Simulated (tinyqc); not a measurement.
# Floating body of a partially depleted SOI transistor: body voltage and kink: what changes with what

Source at 0 V. Channel current Ic = 2 nf K Vt^2 [F(0) - F(Vd)](1 + la Vd), F(V) = ln^2(1 + exp((Vg - VT - nf V)/(2 nf Vt))), VT = VT0 - gb Vb. Saturation voltage Vs = 2 Vt sqrt(F(0)) + 3 Vt, excess Ve = (Vd - Vs + sqrt((Vd - Vs)^2 + 0.0004 V^2))/2, multiplication M1 = Ai Ve exp(-Bl/Ve). Each junction passes D(v) = J1 (exp(v/Vt) - 1) + J2 (exp(v/(2 Vt)) - 1). Bipolar current Ib = bb J1 (exp(Vb/Vt) - 1). The body settles where M1 (Ic + Ib) = D(Vb) + D(Vb - Vd) + Vb/Rb; drain current Id = (1 + M1)(Ic + Ib) - D(Vb - Vd).

Inputs (values chosen for the exercise); values of the order met in partially depleted silicon-on-insulator transistors: temperature T = 358 K; threshold at zero body voltage VT0 = 0.33 V; fall of the threshold per volt of body voltage gb = 0.11; slope factor nf = 1.43; gain factor per width K = 420 uA/(V^2 um); channel-length modulation factor la = 0.04 1/V; impact-ionisation prefactor Ai = 2.46 1/V; impact-ionisation voltage Bl = 8.9 V; diffusion saturation current of each junction J1 = 6.7e-10 uA/um; recombination saturation current of each junction J2 = 4.5e-7 uA/um; gain of the lateral bipolar transistor on the diffusion current bb = 3; resistance of a weak body tie to the source (1e9 stands for no tie, and the term is then dropped) Rb = 5000 kohm um; gate voltage Vg = 0.91 V; drain voltage Vd = 1.8 V.

Constants: q = 1.602176634e-19 C, kB = 1.380649e-23 J/K, Vt = kB T/q. Results are converted to the units shown.

Each table varies one quantity; the others keep the values above.

## Output curve and kink

Rows with more than one solution for Vb (latch) are left out; dId/dVd by a forward difference over 1e-4 V, swing = 1e-4 V over the change of log10 Id; M1 under 1e-12 is printed as 0.

Result of one run:

| Vd (V) | Vb (V) | M1 | Id, floating (uA/um) | Id, grounded (uA/um) | ratio | dId/dVd, floating (uS/um) | dId/dVd, grounded (uS/um) |
|---|---|---|---|---|---|---|---|
| 1.6 | 0.2091 | 7.360e-4 | 56.87 | 52.63 | 1.081 | 37.21 | 2.343 |

What becomes of these results when the drain voltage Vd is changed from 1.6 to 1.8 V, all else the same?

Result of the changed run:

| Vd (V) | Vb (V) | M1 | Id, floating (uA/um) | Id, grounded (uA/um) | ratio | dId/dVd, floating (uS/um) | dId/dVd, grounded (uS/um) |
|---|---|---|---|---|---|---|---|
| 1.8 | 0.5619 | 0.002630 | 65.20 | 53.16 | 1.226 | 18.34 | 3.081 |

The whole series:

| Vd (V) | Vb (V) | M1 | Id, floating (uA/um) | Id, grounded (uA/um) | ratio | dId/dVd, floating (uS/um) | dId/dVd, grounded (uS/um) |
|---|---|---|---|---|---|---|---|
| 1 | 8.583e-6 | 2.463e-8 | 51.40 | 51.40 | 1.000 | 1.982 | 1.977 |
| 1.2 | 0.001392 | 5.365e-6 | 51.82 | 51.79 | 1.001 | 2.516 | 1.982 |
| 1.4 | 0.02950 | 1.118e-4 | 52.78 | 52.20 | 1.011 | 9.080 | 2.049 |
| 1.6 | 0.2091 | 7.360e-4 | 56.87 | 52.63 | 1.081 | 37.21 | 2.343 |
| 1.8 | 0.5619 | 0.002630 | 65.20 | 53.16 | 1.226 | 18.34 | 3.081 |
| 2 | 0.6232 | 0.007853 | 68.45 | 53.90 | 1.270 | 17.58 | 4.424 |
| 2.2 | 0.6567 | 0.01854 | 72.83 | 54.98 | 1.325 | 27.47 | 6.435 |

Vb rises from 8.58e-6 to 0.657 V and the ratio of the currents rises from 1.00 to 1.32. The output conductance with a floating body exceeds the grounded value by the largest factor among the rows, 15.9, at Vd = 1.6 V, where Vb = 0.209 V and M1 = 7.36e-4.

## Transfer curve and swing

Same model as above.

Result of one run:

| Vg (V) | Vb (V) | M1 | Id, floating (uA/um) | Id, grounded (uA/um) | ratio | swing, floating (mV/decade) | swing, grounded (mV/decade) |
|---|---|---|---|---|---|---|---|
| 0.48 | 0.4275 | 0.01297 | 6.770 | 4.338 | 1.560 | 196.8 | 225.2 |

What becomes of these results when the gate voltage Vg is changed from 0.48 to 0.68 V, all else the same?

Result of the changed run:

| Vg (V) | Vb (V) | M1 | Id, floating (uA/um) | Id, grounded (uA/um) | ratio | swing, floating (mV/decade) | swing, grounded (mV/decade) |
|---|---|---|---|---|---|---|---|
| 0.68 | 0.5652 | 0.006582 | 27.21 | 19.63 | 1.386 | 478.2 | 414.6 |

The whole series:

| Vg (V) | Vb (V) | M1 | Id, floating (uA/um) | Id, grounded (uA/um) | ratio | swing, floating (mV/decade) | swing, grounded (mV/decade) |
|---|---|---|---|---|---|---|---|
| -0.12 | 7.425e-6 | 0.02286 | 4.674e-5 | 4.674e-5 | 1.000 | 102.9 | 102.9 |
| -0.02 | 5.139e-5 | 0.02279 | 4.415e-4 | 4.414e-4 | 1.000 | 102.6 | 102.6 |
| 0.08 | 4.549e-4 | 0.02260 | 0.004097 | 0.004093 | 1.001 | 104.4 | 104.5 |
| 0.18 | 0.003836 | 0.02204 | 0.03557 | 0.03526 | 1.009 | 109.5 | 110.4 |
| 0.28 | 0.02691 | 0.02060 | 0.2666 | 0.2526 | 1.055 | 120.5 | 126.3 |
| 0.38 | 0.1373 | 0.01759 | 1.589 | 1.288 | 1.233 | 139.8 | 162.2 |
| 0.48 | 0.4275 | 0.01297 | 6.770 | 4.338 | 1.560 | 196.8 | 225.2 |
| 0.58 | 0.5451 | 0.009287 | 15.62 | 10.35 | 1.508 | 356.5 | 312.3 |
| 0.68 | 0.5652 | 0.006582 | 27.21 | 19.63 | 1.386 | 478.2 | 414.6 |

Vb rises from 7.43e-6 to 0.565 V. The smallest swing among the rows is 103 mV a decade with a floating body (at Vg = -0.02 V) and 103 with a grounded one; Vt ln 10 = 71.0. The floating swing is smaller by more than 3 % for Vg = 0.28, 0.38, 0.48 V, where the rising Vb lowers the threshold as Vg rises. In the first row the floating body raises the current by a factor of 1.00.

Range of the model: The multiplication law is an empirical form chosen for the exercise; self-heating and capacitive coupling to the body are left out, and the linear laws are rough once Vb passes about 0.7 V or M1 about 0.1.

Program tinyqc, `OMP_NUM_THREADS=1 python tinyqc.py 2182274 2182275 out.jsonl`; Intel Xeon 2.30GHz, shared host, one thread, about 0.2 s.
